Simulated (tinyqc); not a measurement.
A particle near a wafer in liquid: double-layer and van der Waals forces (DLVO), deposition barrier and removal: one step, computed by the program tinyqc. Command: `OMP_NUM_THREADS=1 python tinyqc.py 3112005 3112006 out.jsonl dlvo walk`. One thread of a shared host (Intel(R) Xeon(R) Processor @ 2.30GHz), about 0.01 s of CPU time with the checks.

Sphere and flat wall, Derjaguin approximation, constant potentials in the linear-superposition form, no retardation and no hydration force.

Task: Screening. kappa^2 = 2 z^2 e^2 N_A (1000 c)/(eps eps_0 k_B T); gamma_i = tanh(z e psi_i/(4 k_B T)); Z = 64 pi eps eps_0 (k_B T/(z e))^2 gamma_1 gamma_2.

Inputs (values chosen for the exercise, of the order of those for alumina on silica in water):
```
quantity                            value   unit
particle radius R                     170     nm
potential of the particle psi_1        59     mV
potential of the wafer psi_2          -39     mV
salt concentration c               0.0032  mol/L
valence z of the symmetric salt         1      -
temperature T                         343      K
dielectric constant of the liquid    63.7      -
```

Constants: e = 1.602176634e-19 C; N_A = 6.02214076e+23 1/mol; eps_0 = 8.8541878128e-12 F/m; k_B = 1.380649e-23 J/K; k_B = 8.617333262e-05 eV/K.

Give: kappa; Debye length; gamma_1; gamma_2; Z; kappa R.

Result:

kappa = 0.1925 1/nm

Debye length = 5.196 nm

gamma_1 = 0.4614

gamma_2 = -0.3184

Z = -14.55 pN

kappa R = 32.72

Opposite signs: the double layers attract.
